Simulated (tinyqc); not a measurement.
## Electron density from the centroid

Inverse problem. In the Fang-Howard model the centroid is 3/b with b^3 = 6 (mz1/C) q (Nd + 11 Ns/32)/(eps0 eps_r), C = hbar^2/(2 m0), the field in eV/nm. Find b and Ns.

Inputs (values chosen for the exercise); masses and permittivity close to those of silicon (100): relative permittivity eps_r = 11.8; mass along z of valley set A (2 valley(s)) mz1 = 0.928 m0; sheet density of depletion charge Nd = 1.2e11 cm^-2.

Constants: q = 1.602176634e-19 C, hbar = 1.054571817e-34 J s, m0 = 9.1093837015e-31 kg, eps0 = 8.8541878128e-14 F/cm where lengths are in cm, hbar^2/(2 m0) = 0.0380998212 eV nm^2. Results are converted to the units shown.

centroid = 1.6756653 nm

Solution. b = 3/centroid gives Nd + 11 Ns/32, from which the depletion charge is taken off.

b = 1.79 1/nm
Ns = 7.10e12 cm^-2

Program tinyqc, `OMP_NUM_THREADS=1 python tinyqc.py 2160034 2160035 out.jsonl`; Intel Xeon 2.30GHz, shared host, one thread, about 1 s.
